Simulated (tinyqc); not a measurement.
Ballistic Schottky-barrier transistor with a one-dimensional channel, WKB contacts: one step of the calculation.

Source Fermi level 0, drain Fermi level -Vd. Far from the contacts Ec = pn - psi, and the gate moves psi one to one; the band edges relax as exp(-x/lam) from pn at the source and pn - Vd at the drain; Ev = Ec - Eg. A carrier of energy w inside the channel band meets at a contact a barrier of height D (the contact edge beyond the channel edge): T = 1 for w >= D, else exp(-S), S = 4 lam sqrt(m/C) [sqrt(D - w) - sqrt(w) arctan sqrt((D - w)/w)], C = hbar^2/(2 m0). The two contacts combine as Ts Td/(Ts + Td - Ts Td).

Task. Transmission of one of the electrons. S and T at both contacts for w = w0, and the tunnelling distance lam ln(D/w) at the higher barrier.

Values chosen for this exercise; channel values close to those of a silicon nanowire with silicide contacts:
- mn = 0.21 m0 (electron mass)
- lam = 1.3 nm (screening length at the contacts)
- w0 = 0.44 eV (energy of one carrier inside the channel band)

Constants: q = 1.602176634e-19 C, hbar = 1.054571817e-34 J s, m0 = 9.1093837015e-31 kg, hbar^2/(2 m0) = 0.0380998212 eV nm^2. Results are converted to the units shown.

D for electrons (eV): source 0.84000000, drain 0.74000000

Give: S at the source; S at the drain; combined T; tunnelling distance.

Result.

S at the source = 1.554
S at the drain = 1.097
combined T = 0.1487
tunnelling distance = 0.8406 nm

Range of the model: No scattering, image-force lowering, channel charge or band-to-band tunnelling; parabolic kappa overstates S deep in the gap.

tinyqc, about 0.07 s, one thread, Intel Xeon 2.30GHz (shared host): `OMP_NUM_THREADS=1 python tinyqc.py 2390133 2390134 out.jsonl`
